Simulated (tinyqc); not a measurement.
## Via and link resistance from two via chains

Question. A chain of 2000 vias joined by 2000 metal links has R = 2000 (Rv + Rlink), with Rlink proportional to the link length. Find Rv, Rlink for length L, and the value of Rv that the short chain would give if the links were ignored.

resistance of chains of 2000 links with link lengths L and 3 L (ohm): [50800, 72400]

Solution. R per link is a straight line in the link length; its intercept at zero length is Rv.

Rv = 20.00 ohm
Rlink = 5.400 ohm
Rv without correction = 25.40 ohm

Numbers from tinyqc (`OMP_NUM_THREADS=1 python tinyqc.py 2750020 2750021 out.jsonl`; about 0.01 s on one thread of a shared Intel Xeon 2.30GHz).
